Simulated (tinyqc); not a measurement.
Landau levels of massive Dirac electrons in two valleys, step by step. Values are carried at full precision from step to step, so a last printed digit may differ when a step is redone from the rounded ones.

In a field B along z: l = 1/sqrt((e/hbar) B) is the magnetic length, n_B = B/(h/e) the number of states per area in one level, hbar wc = 2 muB B/m for mass m in m0; 1/angstrom^2 = 1e16/cm^2.

Constants: e/hbar = 1.519267448e-05 1/(T angstrom^2); h/e = 413566.7697 T angstrom^2; muB = 5.788381798e-05 eV/T; e^2/h = 3.874045865e-05 S.

Values chosen for the exercise (a gapped graphene sheet; shifted at random, so the results belong to these values and not to a real crystal):
```
symbol  value  unit         meaning
B       7.8    T            magnetic field
n       6.3    x 1e11/cm^2  electron sheet density
hv      7.22   eV angstrom  hbar v
D       0.09   eV           gap
```

## Scales set by the field

Give l, n_B and the filling factor nu = n/n_B.

l = 91.86 angstrom
n_B = 1.8860 x 1e11/cm^2
nu = 3.340

## The lowest levels

H = hv (tau kx sx + ky sy) + (D/2) sz. Conduction levels E_N = sqrt(D^2/4 + 2N hv^2/l^2) - D/2 from the band edge; N = 1, 2, ... occur in both valleys, N = 0 in one valley only (its partner in the other valley lies at the valence edge). Each state is twofold in spin; spin splittings are left out.

List the eight lowest, in meV, with the gap to the next.

Levels:
```
label  E (meV)  gap above (meV)
0        0.000           74.916
1       74.916           43.591
2      118.507           34.203
3      152.710           29.103
4      181.813           25.771
5      207.584           23.375
6      230.959           21.544
7      252.503           20.086
```

The largest of these gaps, 74.92 meV, first occurs above level 0 and is kB T at 869 K.

## Where EF lies

Level 0 takes 2 n_B electrons and each higher level 4 n_B. At zero temperature and without broadening EF sits in the partly filled level.

Fill the listed levels in order up to nu; give the partly filled level, its energy and its filled share.

level: 1

EF = 74.916 meV
filled share = 0.335

## Fields of the Hall plateaus

A plateau is centred where nu = n/n_B equals 2, 6, 10, 14, 18, 22; there rho_xy = h/(nu e^2).

Plateaus:
```
nu   B (T)  1/B (1/T)  rho_xy (kohm)
2   13.027     0.0768        12.9064
6    4.342     0.2303         4.3021
10   2.605     0.3838         2.5813
14   1.861     0.5373         1.8438
18   1.447     0.6909         1.4340
22   1.184     0.8444         1.1733
```

## Checks

- Level 2 from the matrix in 40 oscillator states against the formula, meV: both 118.507.

Run: tinyqc, `OMP_NUM_THREADS=1 python tinyqc.py 1250094 1250095 out.jsonl`; Intel(R) Xeon(R) Processor @ 2.30GHz, one thread, shared host; about 0.01 s of CPU time with all checks.
